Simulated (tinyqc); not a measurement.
Raising U: Hubbard chain of 3 sites, mean field against exact. Computed by the program tinyqc. Command: `OMP_NUM_THREADS=1 python tinyqc.py 112999 113000 out.jsonl`; one thread of a shared host (Intel(R) Xeon(R) Processor @ 2.60GHz), about 4 s.

one-body matrix (hopping and site energies) (eV):
```
,1,2,3
1,0.0000,-1.0100,0.0000
2,-1.0100,0.0000,-1.0100
3,0.0000,-1.0100,0.0000
```

electrons, up and down: 2  1

Collinear unrestricted mean field (the lowest of 40 random starts) against exact diagonalisation.

Exact and mean-field results (eV):
```
U,U/t,E exact,E mean field,mean |n_up - n_down|,"double occupancy, exact",first gap in the sector
0.5100,0.5050,-2.553229,-2.541244,0.3676,0.1882,1.3573
1.0100,1.0000,-2.286178,-2.240573,0.4127,0.1678,1.2762
2.0200,2.0000,-1.838290,-1.683333,0.5556,0.1286,1.0989
3.0300,3.0000,-1.500203,-1.255240,0.7289,0.0960,0.9330
4.0400,4.0000,-1.248429,-0.974359,0.8375,0.0715,0.7944
6.0600,6.0000,-0.915801,-0.663450,0.9262,0.0416,0.5960
8.0800,8.0000,-0.714789,-0.500930,0.9584,0.0263,0.4697
12.1200,12.0000,-0.491620,-0.335481,0.9815,0.0128,0.3256
20.2000,20.0000,-0.300022,-0.201746,0.9933,0.0049,0.1995
```

In absolute terms mean field is worst at U/t = 4.0, 0.274 eV too high: at small U it is nearly exact, and at large U it misses only exchange-scale energies. Relative to the exact energy its error is 0.5 % at the smallest U, 33 % at most and 33 % at the largest. The double occupancy falls from 0.188 to 0.005; at the largest U the first gap is 0.99 times the exchange scale 4t^2/U.
